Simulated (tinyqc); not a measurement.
Lorentz oscillators and the Kramers-Kronig relations, step by step. Values are carried at full precision from step to step, so a last printed digit may differ when a step is redone from the rounded ones.

eps(E) = 1 + sum_j S_j/(E0_j^2 - E^2 - i G_j E).

Constants: hbar c = 1973.269805 eV angstrom; hbar^2/2m0 = 3.80998211 eV angstrom^2; e^2/(4 pi eps0) = 14.39964547 eV angstrom.

Parameters, chosen for this exercise: E0 = (4.59, 9.26) eV (resonances); G = (1.23, 2.08) eV (widths); S = (14.9, 105.9) eV^2 (strengths); E = 7.94 eV (photon energy); h = 0.5 eV (grid step); M = 36 (grid points E_j = j h); i = 14 (grid index at which eps1 is wanted).

## Dielectric function at one energy

Evaluate each oscillator and the sum.

terms: [-0.3367+0.0783i, 3.0503+2.2189i]

eps(E) = 3.7136+2.2972i
eps(0) = 2.9423

## Optical constants

n + i k = sqrt(eps1 + i eps2) with k >= 0; R = ((n - 1)^2 + k^2)/((n + 1)^2 + k^2) at normal incidence from vacuum; alpha = 2 E k/(hbar c), times 1e8 for 1/cm; loss function Im(-1/eps) = eps2/(eps1^2 + eps2^2).

Convert eps at the photon energy E into the optical constants.

n = 2.0100
k = 0.5714
R = 0.1435
alpha = 4.60e+05 1/cm
loss function = 0.1205
vacuum wavelength hc/E (hc = 1239.841984 eV nm) = 156.2 nm

The intensity falls to 1/e within 21.7 nm.

## Absorptive part on the grid

Tabulate eps2 at E_j = j h.

eps2(E_j), j = 1 .. M: [0.0362, 0.0760, 0.1242, 0.1890, 0.2868, 0.4567, 0.8075, 1.6479, 2.8608, 2.0098, 1.1523, 0.8988, 0.9225, 1.1371, 1.5876, 2.4256, 3.8413, 5.3596, 5.1302, 3.4934, 2.1705, 1.3917, 0.9431, 0.6725, 0.5000, 0.3845, 0.3038, 0.2455, 0.2020, 0.1688, 0.1429, 0.1224, 0.1058, 0.0923, 0.0811, 0.0717]

## eps1 at one grid point

Kramers-Kronig: eps1(E) = 1 + (2/pi) P integral_0^infinity E1 eps2(E1)/(E1^2 - E^2) dE1. Maclaurin rule on the grid E_j = j h, j = 1 .. M: eps1(E_i) = 1 + (4 h/pi) sum over j with j - i odd of E_j eps2(E_j)/(E_j^2 - E_i^2); nothing is added above E_M.

List the terms E_j eps2_j/(E_j^2 - E_i^2) for j - i odd, add them and form eps1.

terms in order of j (1/eV): [-0.0004, -0.0040, -0.0168, -0.0769, -0.4478, -0.3380, -0.8883, 1.6423, 1.4044, 1.1815, 0.3721, 0.1303, 0.0583, 0.0308, 0.0182, 0.0116, 0.0078, 0.0055]

sum = 3.091 1/eV
eps1(E_i) = 2.968

The oscillator formula gives 3.004 at E_i = 7 eV. The rule samples every 2h = 1 eV against a narrowest width of 1.23 eV and stops at 18 eV; coarse sampling and the missing tail make the difference.

## The f-sum on the grid

W(E_M) = (2/pi) h sum_j E_j eps2_j, with half weight on the last point; the full integral equals sum S_j = (hbar omega_p)^2, and the electron density follows from (hbar omega_p)^2 = 8 pi c (e^2/(4 pi eps0)) N with c = hbar^2/2m0.

W(E_M) = 110.60 eV^2
sum S = 120.80 eV^2
share reached on this grid (a step near the line widths can inflate it) = 0.916
hbar omega_p = 10.991 eV
N = 8.76e+22 1/cm^3

## Checks

- The value of eps1 at 7.995 eV from a fine, long grid (with the tail of eps2 ~ 1/E^3 added) against the oscillator formula: both 3.74.

Computed by tinyqc, a small Python program: `OMP_NUM_THREADS=1 python tinyqc.py 1680846 1680847 out.jsonl` (the numbers bound the seed that draws the inputs); one thread of a shared host (Intel(R) Xeon(R) Processor @ 2.30GHz), about 0.1 s for the whole set of steps.
